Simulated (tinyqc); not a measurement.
Lateral field, substrate current, probability of reaching the oxide barrier and hot-carrier lifetime of a silicon transistor (pseudo-two-dimensional and lucky-electron models): one step, computed by the program tinyqc.

Local-field models: a lucky carrier gains its energy at the peak field over a path free of collisions. Voltages are magnitudes.

Question. Peak lateral field. C_ox = 3.9 eps_0/t; F_sat = 2 v_s/mu; V_Dsat = V_ov F_sat L/(V_ov + F_sat L), V_ov = V_G - V_T; I_D/W = C_ox v_s (V_ov - V_Dsat). Scale length l = 0.22 t^(1/3) x_j^(1/2) (all in cm); F_m = sqrt(((V_D - V_Dsat)/l_e)^2 + F_sat^2), with l_e = l; length of the velocity-saturated region l_e ln((V_D - V_Dsat)/(l_e F_sat) + F_m/F_sat).

Inputs (values chosen for the exercise, modelled on a silicon p-channel):
```
quantity,value,unit
channel length L,870,nm
oxide thickness t,15,nm
junction depth x_j,280,nm
mobility mu,140,cm^2/(V s)
saturation velocity v_s,0.73,1e7 cm/s
threshold voltage V_T,0.45,V
gate voltage V_G,2.5,V
drain voltage V_D,6.4,V
ionisation prefactor A_i,8.1e+06,1/cm
ionisation field B_i,3.56,MV/cm
hot-carrier mean free path lambda,4.6,nm
oxide barrier phi_b,4.6,eV
interface-trap threshold phi_it,4.5,eV
lifetime constant H,30,s microampere/micrometre
```

Drain: abrupt.

Constants: eps_0 = 8.8541878128e-12 F/m.

Give: scale length l; peak field F_m; velocity-saturated length; energy gained over one free path, e lambda F_m.

Answer.

scale length l = 133.3 nm

peak field F_m = 369.8 kV/cm

velocity-saturated length = 258.3 nm

energy gained over one free path, e lambda F_m = 0.1701 eV
